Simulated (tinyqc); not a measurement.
Photoconductance decay in a wafer: bulk and surface recombination modes, and iron detection by pair splitting: one step, computed by the program tinyqc. Command: `OMP_NUM_THREADS=1 python tinyqc.py 3112655 3112656 out.jsonl pcd walk`. One thread of a shared host (Intel(R) Xeon(R) Processor @ 2.30GHz), about 0.01 s of CPU time with the checks.

Both faces of the wafer have the same S; injection is low and all coefficients are constant. x runs from -W/2 to W/2.

Task: Decay rates of the even modes. Even modes cos(a x) obey b tan b = S W/(2 D) with b = a W/2, odd modes sin(a x) obey -b cot b = S W/(2 D); each decays at the rate 1/tau_b + D a^2.

Inputs (values chosen for the exercise, modelled on p-type silicon): thickness W = 200 micrometre; diffusivity D = 28 cm^2/s; bulk lifetime tau_b without iron = 600 microsecond; surface recombination velocity S = 50 cm/s.

Give: the table «The first four even modes: b, surface rate and decay time» with the columns b_n, surface rate D a^2 (1/s), decay time (microsecond), for n = 0, 1, 2, 3.

Result:

The first four even modes: b, surface rate and decay time:
```
n     b_n  surface rate D a^2 (1/s)  decay time (microsecond)
0  0.1332                4.9704e+03                1.5067e+02
1  3.1473                2.7735e+06                3.6034e-01
2  6.2860                1.1064e+07                9.0370e-02
3  9.4267                2.4881e+07                4.0188e-02
```
